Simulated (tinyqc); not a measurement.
Comparisons within one model: Kane-Mele model of a buckled honeycomb layer in a normal field. A value that a table varies takes the place of the one given here.

Sublattices A and B lie at +/-b, so the field gives them the energies +/-D, D = e b Ez (in eV for b in angstrom and Ez in V/angstrom); 2 lam is the gap at zero field. Near the valleys tau = +/-1, for spin sz = +/-1: H = hbar v (tau qx sx + qy sy) + m sz_AB with m = D - tau sz lam, hbar v = (sqrt3/2) a t. On the lattice the spin-orbit term is the second-neighbour hopping i (lam/3 sqrt3) nu sz, nu = +/-1 by the sense of the turn. The filled band of one cone contributes tau sign(m)/2 to the Chern number, in the sense Omega = curl of i<u|grad u>. Rashba terms are left out.

Zigzag ribbon of N chains, sites A1, B1, A2, ...; k in 1/a. Bonds -2t cos(k/2) (A_n to B_n) and -t (B_n to A_(n+1)); diagonal +/-(D + 2 l2 sz sin k) on A and B; A_n to A_(n+1): -2 l2 sz sin(k/2), B_n to B_(n+1): the opposite; l2 = lam/(3 sqrt3).

Constants: kB = 8.617333262e-05 eV/K; hbar^2/2m0 = 3.80998211 eV angstrom^2.

Values chosen for the exercise: a = 3.01 angstrom (lattice constant); t = 1.06 eV (hopping); lam = 0.2 eV (spin-orbit half gap); b = 0.32 angstrom (half the buckling height); Ez = 1.1 V/angstrom (normal field at the atoms, after screening; 0.01 is 1 MV/cm, and gates reach some 0.05); N = 24 (chains).

## Edge bands of a zigzag ribbon

The two middle levels for each spin, and the weight of the upper one on the half of the ribbon that holds A1.

Middle levels (meV):
```
k/pi  up, lower  up, upper  up, weight  down, lower  down, upper  down, weight
0.6    -590.696    590.696        0.68     -271.034      271.034          0.57
0.7    -534.401    534.401        0.99     -165.894      165.894          0.91
0.8    -483.155    483.155        1.00     -214.223      214.223          1.00
0.9    -419.074    419.074        1.00     -277.792      277.792          1.00
1.0    -348.345    348.345        1.00     -348.345      348.345          1.00
1.1    -277.792    277.792        1.00     -419.074      419.074          1.00
1.2    -214.223    214.223        1.00     -483.155      483.155          1.00
1.3    -165.894    165.894        0.91     -534.401      534.401          0.99
1.4    -271.034    271.034        0.57     -590.696      590.696          0.68
```

From k/pi = 0.8 to 1.2 the upper level stays on one edge and the spacing of the pair is at least 428.45 meV. D > lam, so the edge bands need not cross: each leaves and rejoins the same bulk band. At k = pi the levels are -348.345 and 348.345 meV, with D = 352.000 meV and lam = 200 meV.

## Closing and reopening the gap

Ez = f lam/b. Gap 2 |D - lam|, second gap 2 (D + lam), Z2 index, and the temperature at which kB T equals the gap.

Against field:
```
f     Ez (V/angstrom)  gap (meV)  second gap (meV)  Z2  gap/kB (K)
0.00                0    400.000           400.000   1      4641.8
0.25            0.156    300.000           500.000   1      3481.4
0.50            0.312    200.000           600.000   1      2320.9
0.75            0.469    100.000           700.000   1      1160.5
0.90            0.562     40.000           760.000   1       464.2
1.10            0.688     40.000           840.000   0       464.2
1.50            0.938    200.000          1000.000   0      2320.9
2.00             1.25    400.000          1200.000   0      4641.8
3.00             1.88    800.000          1600.000   0      9283.6
```

The gap closes at Ez = 0.625 V/angstrom, 62.5 MV/cm at the atoms (the applied field must be larger by the screening), and is back at its zero-field size at twice that. At zero field it is 400.0 meV, above kB T at 300 K (25.9 meV).

## What each parameter does

Smaller and larger gap, hbar v, and the mass 2c|m|/(hbar v)^2 at the smaller gap, c = hbar^2/2m0. Each row changes one parameter from the base and keeps the others.

Results:
```
case                  smaller gap (meV)  larger gap (meV)  hbar v (eV angstrom)  mass (m0)
base                            304.000          1104.000                2.7631    0.15170
a = 3.311 angstrom              304.000          1104.000                3.0395    0.12537
t = 1.166 eV                    304.000          1104.000                3.0395    0.12537
lam = 0.22 eV                   264.000          1144.000                2.7631    0.13174
Ez = 1.21 V/angstrom            374.400          1174.400                2.7631    0.18683
```

The largest shifts from the base row, up to three for each result and ties (the steps differ in size, so this ranks the rows, not the parameters). smaller gap (meV): Ez +70.400, lam -40.000; unchanged at the printed digits by a and t. larger gap (meV): Ez +70.400, lam +40.000; unchanged at the printed digits by a and t. hbar v (eV angstrom): a +0.2763, t +0.2763; unchanged at the printed digits by lam and Ez. mass (m0): Ez +0.03513, a -0.02633, t -0.02633.

Program tinyqc; command `OMP_NUM_THREADS=1 python tinyqc.py 1482542 1482543 out.jsonl`; about 0.02 s on one thread of a shared Intel(R) Xeon(R) Processor @ 2.30GHz.
